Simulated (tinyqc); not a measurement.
Energy and delay of logic against supply voltage: one step of the calculation.

One expression serves below and above threshold: I(Vg) = Ik [ln(1 + exp((Vg - VT + dd V)/(al nf Vt)))]^al, with I_on = I(V) and I_off = I(0). Gate delay td = kd C V/I_on, clock period LD td. Per gate and cycle the switching energy is act C V^2 and the leakage energy I_off V LD td. No short-circuit current, no variation. Minima are sought above 0.09 V; below a few Vt gates no longer switch and the model has no meaning.

Question. Currents, delay and energies. I_on, I_off, td, clock frequency 1/(LD td), both energies and their sum.

Inputs (values chosen for the exercise); values of the order met in logic technologies: temperature T = 330 K; threshold voltage at zero drain bias VT = 0.43 V; slope factor nf = 1.31; barrier lowering per volt of supply dd = 0.06; specific current of a gate Ik = 2.6 uA; exponent of the current law al = 1.32; load capacitance of a gate C = 2.9 fF; delay factor kd = 1.1; logic depth LD = 20; activity factor act = 0.2; supply voltage V = 0.86 V.

Constants: q = 1.602176634e-19 C, kB = 1.380649e-23 J/K, Vt = kB T/q. Results are converted to the units shown.

Give: I_on; I_off; td; clock frequency; switching energy; leakage energy; energy.

Answer.

I_on = 52.85 uA
I_off = 0.1008 nA
td = 51.91 ps
clock frequency = 0.9632 GHz
switching energy = 429.0 aJ
leakage energy = 0.08999 aJ
energy = 429.1 aJ

I_on/I_off = 5.24e5; leakage makes up 0.0210 % of the energy.

Program tinyqc, `OMP_NUM_THREADS=1 python tinyqc.py 2082147 2082148 out.jsonl`; Intel Xeon 2.30GHz, shared host, one thread, about 0.01 s.
